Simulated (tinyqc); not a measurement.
Single-oscillator infrared dielectric function of a polar cubic crystal: one step, computed by the program tinyqc. Command: `OMP_NUM_THREADS=1 python tinyqc.py 3002320 3002321 out.jsonl infrared walk`. One thread of a shared host (Intel(R) Xeon(R) Processor @ 2.30GHz), about 0.01 s of CPU time with the checks.

One ion pair, charges +Z* and -Z*, in a cell of volume Omega = a^3/4. Frequencies omega are given as wavenumbers (1/cm); eps_s is the static dielectric constant.

Question. LO frequency and static constant from the Born charge. mu = M_A M_B/(M_A + M_B); ionic plasma term W^2 = 4 pi Z*^2 (e^2/(4 pi eps_0))/(Omega mu) in eV/(angstrom^2 u), turned into 1/cm by W = 15.6333042 x 33.35640952 x sqrt(W^2); omega_LO^2 = omega_TO^2 + W^2/eps_inf; eps_s = eps_inf + W^2/omega_TO^2; Szigeti charge 3 Z*/(eps_inf + 2); longitudinal (Callen) charge Z*/eps_inf.

Inputs (values chosen for the exercise, for a model crystal):
```
quantity,value,unit
lattice constant a,6.3,angstrom
mass M_A,96.8,u
mass M_B,33.7,u
omega_TO,424,1/cm
Born charge Z*,2.42,e
eps_inf,8.38,-
```

Structure: zinc blende. Free carriers: present.

Constants: nu for 1 eV/(angstrom^2 u) = 15.6333042 THz; 1 THz = 33.35640952 1/cm; e^2/(4 pi eps_0) = 14.39964548 eV angstrom.

Give: reduced mass mu; W; omega_LO; eps_s; Szigeti charge; Callen charge.

Answer.

reduced mass mu = 24.997 u

W = 429.44 1/cm

omega_LO = 449.20 1/cm

eps_s = 9.4058

Szigeti charge = 0.69942 e

Callen charge = 0.28878 e

omega_LO/omega_TO = 1.059; the ions supply 11 % of eps_s.
